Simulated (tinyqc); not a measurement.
# Thermionic-field emission through a Schottky barrier, WKB: contact resistivity against barrier height

Metal on an n-type semiconductor with one parabolic valley; V > 0 is forward bias (metal positive). Energies E are counted from the conduction edge of the neutral semiconductor, whose Fermi level lies at -xi; that of the metal lies at -xi - V. The barrier is a parabola of height Vd = phi - xi - V (depletion approximation, no image force).

Nc = 2 (2 pi me m0 kB T/h^2)^1.5 (times 1e-6 for cm^-3); Nd = Nc F12(-xi/Vt), F12(x) = (2/sqrt(pi)) int_0^infinity sqrt(u)/(1 + exp(u - x)) du; E00 = (hbar/2) sqrt(Nd/(me m0 eps0 eps_r)) in SI units (volts). For E < Vd, ln T(E) = -(Vd/E00) [sqrt(1 - y) - y ln((1 + sqrt(1 - y))/sqrt(y))], y = E/Vd; T(E) = 1 above. J = A* T (q/kB) int_0^infinity T(E) N(E) dE, N = ln[(1 + exp((-xi - E)/Vt))/(1 + exp((-xi - V - E)/Vt))], A* = 4 pi q me m0 kB^2/h^3 (times 1e-4 for A/(cm^2 K^2)). The integral is converged to the digits shown; the share over the barrier is that of E > Vd, and 0 means below 1e-6 %. The contact resistivity is rho_c = 1/(dJ/dV) at V = 0, where N becomes V f/Vt with f = 1/(1 + exp((E + xi)/Vt)).

Parameters, values chosen for the exercise; band and dielectric values those of a made-up semiconductor: temperature T = 300 K; electron mass me = 0.462 m0; relative permittivity eps_r = 8.23; donor density Nd = 1.2e19 cm^-3.

Constants: q = 1.602176634e-19 C, kB = 1.380649e-23 J/K, eps0 = 8.8541878128e-12 F/m, hbar = 1.054571817e-34 J s, h = 6.62607015e-34 J s, m0 = 9.1093837015e-31 kg, Vt = kB T/q. Results are converted to the units shown.

Contact resistivity against barrier height:
```
phi (eV)	rho_c (ohm cm^2)	thermionic Vt exp(phi/Vt)/(A* T^2) (ohm cm^2)
0.15	5.530e-8	1.713e-6
0.29	1.298e-6	3.851e-4
0.42	2.926e-5	0.05882
0.56	9.159e-4	13.22
0.69	0.02348	2020
0.83	0.7959	4.541e5
0.96	21.37	6.936e7
1.1	749.4	1.560e10
```

Read the table: what changes, and by how much?

rho_c rises from 5.53e-8 to 749 ohm cm^2; between the last two rows it grows by a factor e every 39.4 meV, against E00 coth(E00/Vt) = 38.6 meV and Vt = 25.9 meV for pure emission.

Range of the model: The depletion approximation, a parabolic band and the neglect of image-force lowering make these currents estimates at high doping.

Numbers from tinyqc (`OMP_NUM_THREADS=1 python tinyqc.py 2640160 2640161 out.jsonl`; about 0.06 s on one thread of a shared Intel Xeon 2.30GHz).
